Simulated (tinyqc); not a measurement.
Static screening by free carriers: one step. Lindhard function at one q. Five cases, with inputs chosen for the exercise.

Task: Compare with Thomas-Fermi, 1 + (qTF/q)^2.

Lindhard at zero temperature: eps(q)/eps = 1 + (qTF/q)^2 L(x), x = q/(2 kF), L(x) = 1/2 + ((1 - x^2)/(4x)) ln|(1 + x)/(1 - x)|.

Give: x; L(x); eps(q)/eps, Lindhard; eps(q)/eps, Thomas-Fermi.

Case 1.

Values chosen (out of a larger set: a free-electron density near that of Ag; not measured data): q = 1.57 1/angstrom (wave vector).

kF = 1.194761 1/angstrom
qTF = 1.695489 1/angstrom

Result:

x = 0.6570
L(x) = 0.8406
eps(q)/eps, Lindhard = 1.980
eps(q)/eps, Thomas-Fermi = 2.166

The carriers respond with 84 % of their long-wave strength at this q.

Case 2.

Values chosen (out of a larger set: a free-electron density near that of Na; not measured data): q = 1.18 1/angstrom (wave vector).

kF = 0.9211739 1/angstrom
qTF = 1.488762 1/angstrom

Result:

x = 0.6405
L(x) = 0.8495
eps(q)/eps, Lindhard = 2.352
eps(q)/eps, Thomas-Fermi = 2.592

The carriers respond with 85 % of their long-wave strength at this q.

Case 3.

Values chosen (out of a larger set: a free-electron density near that of Al; not measured data): q = 5.26 1/angstrom (wave vector).

kF = 1.740258 1/angstrom
qTF = 2.046262 1/angstrom

Result:

x = 1.5113
L(x) = 0.1619
eps(q)/eps, Lindhard = 1.025
eps(q)/eps, Thomas-Fermi = 1.151

The carriers respond with 16 % of their long-wave strength at this q, beyond 2 kF, where no pair of states on the Fermi surface is joined by q.

Case 4.

Values chosen (out of a larger set: a free-electron density near that of Al; not measured data): q = 4.74 1/angstrom (wave vector).

kF = 1.765948 1/angstrom
qTF = 2.061311 1/angstrom

Result:

x = 1.3421
L(x) = 0.2129
eps(q)/eps, Lindhard = 1.040
eps(q)/eps, Thomas-Fermi = 1.189

The carriers respond with 21 % of their long-wave strength at this q, beyond 2 kF, where no pair of states on the Fermi surface is joined by q.

Case 5.

Values chosen (out of a larger set: a free-electron density near that of Cu; not measured data): q = 2.9 1/angstrom (wave vector).

kF = 1.350021 1/angstrom
qTF = 1.802291 1/angstrom

Result:

x = 1.0741
L(x) = 0.3809
eps(q)/eps, Lindhard = 1.147
eps(q)/eps, Thomas-Fermi = 1.386

The carriers respond with 38 % of their long-wave strength at this q, beyond 2 kF, where no pair of states on the Fermi surface is joined by q.

Computed by tinyqc, one run a case: `OMP_NUM_THREADS=1 python tinyqc.py N N+1 out.jsonl` with N = 1652298, 1652437, 1652501, 1652614, 1680245; one thread of a shared Intel(R) Xeon(R) Processor @ 2.30GHz, about 0.01 s a run at most.
